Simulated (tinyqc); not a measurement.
Inside a calculation. Method: tight binding, honeycomb lattice. Computed by tinyqc, a small Python program that keeps every step. Settings: t1 = 2.54, t2 = 0.17, phi = 2.61, delta = 2.47, points = 7. Command: `OMP_NUM_THREADS=1 python tinyqc.py 25185 25186 out.jsonl` (the two numbers bound the seeds that draw the settings). One thread of a shared host (Intel(R) Xeon(R) Processor @ 2.60GHz), about 0.01 s of CPU time with the checks.

## Bloch Hamiltonian at k

Parameters chosen for this model:

| parameter | value | unit |
|---|---|---|
| t1 | 2.540000 | eV, nearest |
| t2 | 0.170000 | eV, second neighbours |
| phi | 2.610000 | rad, phase of t2 (Haldane) |
| delta | 2.470000 | eV, +/- on A and B |

k point k (fractions of the reciprocal vectors): 0.360000  -0.290000

H_AB = -t1 (1 + exp(-i k.a1) + exp(-i k.a2)); H_AA = delta - 2 t2 sum cos(k.b + phi), H_BB = -delta - 2 t2 sum cos(k.b - phi), b = a1, a2 - a1, -a2.

H(k) at k (eV):
```
                     A                    B
A             2.477192  -0.289271-0.503098i
B  -0.289271+0.503098i            -3.341134
```

## Levels at k

Diagonalise the Hermitian matrix.

eigenvalues (eV): -3.398453  2.534511

weights |c|^2 of the basis functions:
```
     band 1    band 2
A  0.009661  0.990339
B  0.990339  0.009661
```

## Bloch Hamiltonian at K

k point K (fractions of the reciprocal vectors): 0.333333  0.666667

As before.

H(k) at K (eV):
```
          A          B
A  2.478154   0.000000
B  0.000000  -3.357395
```

## Levels at K

As before.

eigenvalues (eV): -3.357395  2.478154

weights |c|^2 of the basis functions:
```
     band 1    band 2
A  0.000000  1.000000
B  1.000000  0.000000
```

## Bands along a path

The same steps at evenly spaced points between the labelled ones.

Bands along the path (eV):

| k | band 1 | band 2 |
|---|---|---|
| G | -7.131084 | 8.889565 |
| G-K 0.25 | -6.719492 | 8.027832 |
| G-K 0.50 | -5.568957 | 5.862038 |
| G-K 0.75 | -4.084402 | 3.498241 |
| K | -3.357395 | 2.478154 |
| K-M 0.25 | -3.486352 | 2.657396 |
| K-M 0.50 | -3.715262 | 2.993082 |
| K-M 0.75 | -3.862064 | 3.237319 |
| M | -3.836031 | 3.249870 |
| M-K' 0.25 | -3.608958 | 2.984213 |
| M-K' 0.50 | -3.202392 | 2.480212 |
| M-K' 0.75 | -2.722179 | 1.893223 |
| K' | -2.461846 | 1.582605 |

With 1 band(s) filled, the highest filled level on these points lies at K' and the lowest empty one at K': a gap of 4.0445 eV, direct.

## Chern number of the lower band

On a 7 x 7 mesh, the phase of the product of overlaps around each plaquette (k1 then k2); the sum over 2 pi is an integer.

plaquette phases (rad):
```
           1          2          3          4          5          6          7
1   0.000000  -0.017222  -0.054667  -0.068381   0.034589   0.035664   0.015065
2   0.016585  -0.004745  -0.046049  -0.141624  -0.085889   0.038437   0.035664
3   0.050012   0.030124  -0.018085  -0.136854  -0.251749  -0.085889   0.034589
4   0.039765   0.149450   0.117441  -0.035272  -0.136854  -0.141624  -0.068381
5  -0.046017   0.101785   0.420559   0.117441  -0.018085  -0.046049  -0.054667
6  -0.026979  -0.033896   0.101785   0.149450   0.030124  -0.004745  -0.017222
7  -0.010956  -0.026979  -0.046017   0.039765   0.050012   0.016585   0.000000
```

Chern number = 0.000000
